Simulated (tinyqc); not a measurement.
What moves the results: quasiparticle equation with a plasmon-pole self-energy for two band edges. A value that a table varies takes the place of the one given here.

For each edge E = e + X + Sc(E), with the correlation part Sc(E) = A[0]/(E - a + w) + A[1]/(E - b - w); a and b are the valence and conduction energies that enter the Green function (a = ev, b = ec in the one-shot scheme). Z = 1/(1 - dSc/dE), dSc/dE = -A[0]/(E - a + w)^2 - A[1]/(E - b - w)^2.

Values chosen for the exercise (scales of the order of those of Si; shifted at random, so the results belong to these values and not to a real crystal): ev = 0 eV (mean-field valence top); ec = 0.59 eV (mean-field conduction edge); w = 15.9 eV (pole energy); Av = (35.5, 14.4) eV^2 (weights of the valence state on the hole and electron poles); Ac = (19.4, 41.1) eV^2 (the same for the conduction state); Xv = -1.68 eV (exchange minus the mean-field potential, valence); Xc = 1.83 eV (the same, conduction).

## Schemes compared

Z = 1; linearised; exact one-shot; energies updated in G (a, b); updated in G and W, where w grows by half of the opening of the gap (a rule chosen for the exercise).

Results (eV):

| scheme | Ev | Ec | gap | opening |
|---|---|---|---|---|
| mean field | 0.000 | 0.590 | 0.590 | 0.000 |
| Z = 1 | -0.321 | 1.012 | 1.332 | 0.742 |
| linearised | -0.269 | 0.932 | 1.200 | 0.610 |
| one-shot, exact | -0.268 | 0.931 | 1.199 | 0.609 |
| update G | -0.287 | 0.966 | 1.253 | 0.663 |
| update G and W | -0.316 | 0.996 | 1.313 | 0.723 |

How do the results move?

The openings run from 0.609 (one-shot, exact) to 0.742 eV (Z = 1). Linearising moves the gap by 1 meV, updating G +54 meV and updating W a further +60 meV: once Z is kept, the level of self-consistency matters more than linearising.

## The starting point

The mean-field gap is opened by d (ev lowered by d/2, ec raised by d/2) and X is changed by the opposite amounts, so that e + X stays; one-shot and G-updated gaps.

Gaps (eV):

| d | start | one-shot | update G |
|---|---|---|---|
| 0.0 | 0.590 | 1.1993 | 1.2529 |
| 0.2 | 0.790 | 1.2153 | 1.2529 |
| 0.4 | 0.990 | 1.2311 | 1.2529 |
| 0.6 | 1.190 | 1.2468 | 1.2529 |
| 0.9 | 1.490 | 1.2700 | 1.2529 |
| 1.2 | 1.790 | 1.2930 | 1.2529 |
| 1.6 | 2.190 | 1.3231 | 1.2529 |

What can be read from the table?

The one-shot gap moves by a fraction 0.08 of any change of the starting gap, while the updated gap, 1.2529 eV, does not depend on it. The two agree where the start already equals the result, near d = 0.66 eV. A real change of starting point alters the orbitals and the screening too; this model holds both fixed.

## What each parameter does

Exact one-shot edges and Z of the valence state there. Each row changes one parameter from the base and keeps the others.

Results:

| case | Ev (eV) | Ec (eV) | gap (eV) | Z |
|---|---|---|---|---|
| base | -0.2683 | 0.9311 | 1.1993 | 0.8357 |
| w = 16.7 eV | -0.3289 | 0.9943 | 1.3231 | 0.8483 |
| Xv = -1.78 eV | -0.3518 | 0.9311 | 1.2829 | 0.8350 |
| Xc = 1.93 eV | -0.2683 | 1.0118 | 1.2800 | 0.8357 |
| ec = 0.69 eV | -0.2640 | 1.0256 | 1.2896 | 0.8362 |
| Av = (37.28, 14.4) eV^2 | -0.1736 | 0.9311 | 1.1047 | 0.8315 |
| Ac = (19.4, 43.16) eV^2 | -0.2683 | 0.8248 | 1.0931 | 0.8357 |

What does this show?

The largest shifts from the base row, up to three for each result and ties (the steps differ in size, so this ranks the rows, not the parameters). Ev (eV): Av +0.0946, Xv -0.0835, w -0.0606; unchanged at the printed digits by Xc and Ac. Ec (eV): Ac -0.1063, ec +0.0945, Xc +0.0807; unchanged at the printed digits by Xv and Av. gap (eV): w +0.1238, Ac -0.1063, Av -0.0946. Z: w +0.0126, Av -0.0042, Xv -0.0007; unchanged at the printed digits by Xc and Ac.

Run: tinyqc, `OMP_NUM_THREADS=1 python tinyqc.py 1850467 1850468 out.jsonl`; Intel(R) Xeon(R) Processor @ 2.30GHz, one thread, shared host; about 0.01 s of CPU time with all checks.
